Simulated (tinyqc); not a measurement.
Worked calculation: Hueckel theory of the pi electrons with the omega technique, for the molecule [CH2]c1ccccc1Cl (SMILES; centres numbered as the heavy atoms are written). One step of it, computed by the program tinyqc.

Task: Energy, charges, bond orders. E = sum n x; q_r = z_r - P_rr; bond order p = P_rs; free valence = sqrt(3) - sum of p over the bonds of the atom.

final x values: 2.250590  1.931539  1.254413  0.961571  -0.012751  -1.014263  -1.262410  -2.108690

occupations: 2.000000  2.000000  2.000000  2.000000  1.000000  0.000000  0.000000  0.000000

final P, lower triangle:
```
            1C         2C         3C         4C         5C         6C        7C       8Cl
1C    1.005630
2C    0.637256   1.003813
3C   -0.006295   0.522452   1.004217
4C   -0.114799  -0.003972   0.705452   1.004575
5C    0.002396  -0.223578  -0.003461   0.633682   1.001887
6C   -0.108785   0.006427  -0.295343  -0.007171   0.637268   1.009436
7C    0.003783   0.517753   0.001793  -0.291778   0.003263   0.698281  0.988394
8Cl  -0.026893  -0.052653  -0.002876   0.047579  -0.018034  -0.082556  0.130877  1.982048
```

Centres:
```
centre  z_r, pi electrons of the neutral centre         h
1C                                            1  0.000000
2C                                            1  0.000000
3C                                            1  0.000000
4C                                            1  0.000000
5C                                            1  0.000000
6C                                            1  0.000000
7C                                            1  0.000000
8Cl                                           2  2.000000
```

Bonds:
```
i  j         k
1  2         1
2  3         1
3  4         1
4  5         1
5  6         1
6  7         1
7  8  0.400000
7  2         1
```

Give: pi energy = 9 alpha + this times beta; pi charges; Bond orders and lengths from R = 1.517 - 0.180 p; free valence of the carbons; gap between the highest filled and the next level.

Result:

pi energy = 9 alpha + this times beta = 12.7835

pi charges: 1C -0.0056, 2C -0.0038, 3C -0.0042, 4C -0.0046, 5C -0.0019, 6C -0.0094, 7C 0.0116, 8Cl 0.0180

Bond orders and lengths from R = 1.517 - 0.180 p (angstrom, C-C alone):
```
bond       p       R
1-2   0.6373  1.4023
2-3   0.5225  1.4230
3-4   0.7055  1.3900
4-5   0.6337  1.4029
5-6   0.6373  1.4023
6-7   0.6983  1.3913
7-8   0.1309       -
7-2   0.5178  1.4238
```

free valence of the carbons: 1C 1.0948, 2C 0.0546, 3C 0.5041, 4C 0.3929, 5C 0.4611, 6C 0.3965, 7C 0.3851

gap between the highest filled and the next level = 1.0015 |beta|
